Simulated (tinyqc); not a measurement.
Worked calculation: Hubbard ring of 5 sites. One step of it, computed by the program tinyqc.

Question. Mean-field iteration 2. H(up) = T + U n(down), H(down) = T + U n(up); fill the lowest levels; n(new) = n + mixing (n(out) - n); E = tr T (rho up + rho down) + U sum n_up n_down of the output.

one-body matrix (hopping and site energies) (eV):
```
           1          2          3          4          5
1  -0.690000  -0.730000   0.000000   0.000000  -0.730000
2  -0.730000   0.950000  -0.730000   0.000000   0.000000
3   0.000000  -0.730000   0.090000  -0.730000   0.000000
4   0.000000   0.000000  -0.730000  -0.920000  -0.730000
5  -0.730000   0.000000   0.000000  -0.730000  -0.570000
```

U = 5.900000 eV

electrons, up and down: 3  2

mixing = 1

n(up) after iteration 1: 1 0.978900, 2 0.041054, 3 0.924361, 4 0.099217, 5 0.956467

n(down) after iteration 1: 1 0.098762, 2 0.853964, 3 0.060817, 4 0.951371, 5 0.035086

Give: levels, up; levels, down; energy; n(up) after iteration 2; n(down) after iteration 2.

Answer.

levels, up (eV): -1.0722  0.2529  0.3990  4.9075  6.1728

levels, down (eV): -0.5258  0.9556  4.4583  5.7603  5.9117

energy = -1.8777 eV

n(up) after iteration 2: 1 0.9858, 2 0.0289, 3 0.9606, 4 0.0442, 5 0.9805

n(down) after iteration 2: 1 0.0310, 2 0.9461, 3 0.0355, 4 0.9700, 5 0.0174
